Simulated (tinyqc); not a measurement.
The scattering mechanism: Boltzmann transport in a parabolic band with a power-law relaxation time.

F_j(eta) = (1/Gamma(j + 1)) integral_0^infinity x^j dx/(1 + exp(x - eta)), which tends to exp(eta) for eta << 0.

tau = tau0 x^r with x = E/kT. With K_j = Gamma(j + 1) F_j(eta): <tau> = tau0 (r + 3/2) K_(r+1/2)/((3/2) K_(1/2)); mu = <tau>/(mc m0/e), m0/e = 5.685630e-12 kg/C; Hall factor rH = (3/2) K_(1/2) (2r + 3/2) K_(2r+1/2)/((r + 3/2) K_(r+1/2))^2; Seebeck S = -(kB/e) [(r + 5/2) K_(r+3/2)/((r + 3/2) K_(r+1/2)) - eta]; Lorenz number L = (kB/e)^2 [(r + 7/2) K_(r+5/2)/((r + 3/2) K_(r+1/2)) - ((r + 5/2) K_(r+3/2)/((r + 3/2) K_(r+1/2)))^2]; kB/e in V/K. Valley anisotropy is left out of rH.

Constants: kB = 8.617333262e-05 eV/K.
eta = -5.05662

Same eta for each exponent.

Results:
```
r                                     mechanism  <tau>/tau0     rH  S (microvolt/K)  L (1e-8 W ohm/K^2)
-0.5                           acoustic phonons       0.752  1.178           -608.4               1.486
0.0                  a constant relaxation time       1.000  1.000           -651.4               1.857
0.5   polar optical or piezoelectric scattering       1.505  1.104           -694.5               2.228
1.5                          ionised impurities       4.520  1.931           -780.6               2.970
```

What does the comparison show?

From r = -1/2 to 3/2 |S| grows by 172.2 microvolt/K, against 2 kB/e = 172.3 in the non-degenerate limit: scattering that favours fast electrons raises the mean energy carried. rH is 1 only for constant tau and reaches 1.931 for r = 3/2; L spans 1.486 to 2.970 against the metallic 2.443.

tinyqc: `OMP_NUM_THREADS=1 python tinyqc.py 1681918 1681919 out.jsonl`; about 0.01 s, one thread, shared Intel(R) Xeon(R) Processor @ 2.30GHz.
